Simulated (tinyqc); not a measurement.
Worked calculation: virtual-crystal alloy A(1-x)B(x) in sp3s* tight binding. Values are carried at full precision from step to step, so a last printed digit may differ when a step is redone from the rounded ones.

Virtual crystal: a(x) = (1 - x) aA + x aB (Vegard); the six levels are averaged linearly; the seven couplings follow Harrison's rule, V(x) a(x)^2 = (1 - x) V_A aA^2 + x V_B aB^2. No spin-orbit coupling and no disorder. Gaps are measured from the top of the valence band at Gamma; the Delta value is the minimum on (kx,0,0) for kx from 0.5 to 1.

Values chosen for the exercise (A near a published set for Si, B for Ge; such sets place X and L only to about 0.5 eV; shifted at random, so the results belong to these values and not to a real crystal): aA = 5.427 angstrom (lattice constant of A); aB = 5.663 angstrom (of B); pA = (-4.19, 1.719, -4.19, 1.719, 6.693, 6.693, -8.316, 1.71, 4.576, 5.709, 5.709, 5.371, 5.371) eV (order Esa, Epa, Esc, Epc, Exa, Exc, Vss, Vxx, Vxy, Vsapc, Vscpa, Vxapc, Vpaxc); pB = (-5.879, 1.61, -5.879, 1.61, 6.393, 6.393, -6.779, 1.612, 4.912, 5.475, 5.475, 5.204, 5.204) eV (the same for B); x = 0.11 (fraction of B).

## Parameters of the alloy

Form a(x) and the thirteen parameters.

a(x) = 5.4530 angstrom

parameters (eV): Esa -4.3758, Epa 1.7070, Esc -4.3758, Epc 1.7070, Exa 6.6600, Exc 6.6600, Vss -8.1352, Vxx 1.6987, Vxy 4.6167, Vsapc 5.6823, Vscpa 5.6823, Vxapc 5.3522, Vpaxc 5.3522

Against a plain linear average the 1/a^2 rule changes Vss by +11.8 meV and Vxy by +3.7 meV.

## Levels at Gamma

The parameters stand in the order Esa, Epa, Esc, Epc, Exa, Exc, Vss, Vxx, Vxy, Vsapc, Vscpa, Vxapc, Vpaxc. At k = 0 the s levels are the roots of [[Esa, Vss], [Vss, Esc]] and the p levels those of [[Epa, Vxx], [Vxx, Epc]]; the direct gap runs from the lower p root to the lower of the two upper roots.

s roots (eV): -12.5110  3.7594

p roots (eV): 0.0083  3.4057

direct gap = 3.3974 eV

The lowest empty level at Gamma is p-like.

## The Hamiltonian at L

sp3s* tight binding, nearest neighbours only: anion (a) at 0, cation (c) at a/4 (1,1,1), orbitals s, px, py, pz, s* on each; k in units of 2 pi/a. With phases e_j = exp(i (pi/2) k.n_j) for n = (1,1,1), (1,-1,-1), (-1,1,-1), (-1,-1,1): g0 = (e1+e2+e3+e4)/4, g1 = (e1+e2-e3-e4)/4, g2 = (e1-e2+e3-e4)/4, g3 = (e1-e2-e3+e4)/4. The diagonal holds the levels Esa, Epa, Exa (s*) and Esc, Epc, Exc. Anion-cation block: <sa|sc> = Vss g0; <sa|xc> = Vsapc g1; <xa|sc> = -Vscpa g1; <xa|xc> = Vxx g0; <xa|yc> = <ya|xc> = Vxy g3, <xa|zc> = <za|xc> = Vxy g2, <ya|zc> = <za|yc> = Vxy g1; <s*a|xc> = Vxapc g1; <xa|s*c> = -Vpaxc g1; y and z take g2 and g3 in place of g1; s-s* and s*-s* vanish.

k = (1/2,1/2,1/2); parameters in the order Esa, Epa, Esc, Epc, Exa, Exc, Vss, Vxx, Vxy, Vsapc, Vscpa, Vxapc, Vpaxc.

g0, g1, g2, g3: 0.3536-0.3536i  -0.3536+0.3536i  -0.3536+0.3536i  -0.3536+0.3536i

H (eV), lower triangle (Hermitian):
```
                  sa               xa               ya               za              s*a       sc
sa           -4.3758
xa                 0           1.7070
ya                 0                0           1.7070
za                 0                0                0           1.7070
s*a                0                0                0                0           6.6600
sc   -2.8762-2.8762i   2.0090+2.0090i   2.0090+2.0090i   2.0090+2.0090i                0  -4.3758
xc   -2.0090-2.0090i   0.6006+0.6006i  -1.6323-1.6323i  -1.6323-1.6323i  -1.8923-1.8923i        0
yc   -2.0090-2.0090i  -1.6323-1.6323i   0.6006+0.6006i  -1.6323-1.6323i  -1.8923-1.8923i        0
zc   -2.0090-2.0090i  -1.6323-1.6323i  -1.6323-1.6323i   0.6006+0.6006i  -1.8923-1.8923i        0
s*c                0   1.8923+1.8923i   1.8923+1.8923i   1.8923+1.8923i                0        0

         xc      yc      zc     s*c
xc   1.7070
yc        0  1.7070
zc        0       0  1.7070
s*c       0       0       0  6.6600
```

## Levels at L

Diagonalise H; four bands are filled. The top of the valence band is the lower p root at Gamma.

levels (eV): -10.1335  -7.1534  -1.4507  -1.4507  2.2994  2.5093  4.8647  4.8647  9.1454  11.3151

gap from the valence top to L = 2.2911 eV

## The three valleys

The same at Gamma, along Delta and at L.

gaps (eV): Gamma 3.3974, Delta 1.1223, L 2.2911

position of the Delta minimum = 0.739 2 pi/a

In this model the alloy is indirect, with its lowest valley at the Delta line and the next 1169 meV above. The bowing from disorder and bond relaxation, left out here, lowers real gaps, by tenths of an eV in badly matched pairs.

## Checks

- Direct gap from the blocks against the full matrix: both 3.39737.

Run: tinyqc, `OMP_NUM_THREADS=1 python tinyqc.py 1450060 1450061 out.jsonl`; Intel(R) Xeon(R) Processor @ 2.30GHz, one thread, shared host; about 0.09 s of CPU time with all checks.
